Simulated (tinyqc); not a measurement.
Changing the aspect ratio a (depth over diameter) of a hole: adsorption as a lattice gas: isotherms with interactions, competition, desorption peaks and saturation dose. Computed by tinyqc, a small Python program. Command: `OMP_NUM_THREADS=1 python tinyqc.py 3029990 3029991 out.jsonl adsorb sweep`. One thread of a shared host (Intel(R) Xeon(R) Processor @ 2.30GHz), about 0.01 s of CPU time with the checks.

One adsorbate per site; a molecule needs 1 empty site. Gas and surface have the same temperature.

Inputs (values chosen for the exercise, for a model surface): desorption energy E = 1.56 eV; prefactor nu = 8.1e+12 1/s; site density N_s = 8.1 1/nm^2; molecular mass M = 198 u; sticking coefficient s0 = 0.016; temperature T = 516 K; pressure p = 0.0055 Pa; blocking by a second gas, K_B p_B = 0.39.

Adsorption: molecular (first order).

Constants: u = 1.6605390666e-27 kg; k_B = 1.380649e-23 J/K; k_B = 8.617333262e-05 eV/K.

Method. Flux F = p/sqrt(2 pi M k_B T); k_d = nu exp(-E/(k_B T)); s0 F (1 - theta) = N_s k_d theta, so y = s0 F/(N_s k_d), theta = y/(1 + y). With a second gas on the same sites theta = y/(1 + y + K_B p_B). Without desorption or interaction, 99 % coverage needs the time (N_s/(s0 F)) ln 100. For a round hole of aspect ratio a in molecular flow with unit sticking (Gordon), the time is N_s/F x [1 + (19/4) a + (3/2) a^2]. The larger of the two times is a rough guide.

One run for each value:
```
aspect ratio a (depth over diameter) of a hole  time for the hole (s)  time on a flat surface (s)
1.0                                                         1.295e+00                       51.42
2.3                                                         3.548e+00                       51.42
5.1                                                         1.148e+01                       51.42
12.0                                                        4.895e+01                       51.42
26.0                                                        2.034e+02                       51.42
59.0                                                        9.831e+02                       51.42
130.0                                                       4.640e+03                       51.42
300.0                                                       2.437e+04                       51.42
```

Over the rows, time for the hole (s) rises from 1.30 to 24400 (exponent d ln y / d ln x 1.2 between the first rows and 2.0 between the last); time on a flat surface (s) does not change. At the high end the exponent of time for the hole is 1.98, close to 2: diffusion along the hole.

Caution (all rows): with k_d = nu exp(-E/(k_B T)) of these inputs desorption is not negligible over the time on a flat surface, so without interaction 99 % coverage is not reached.
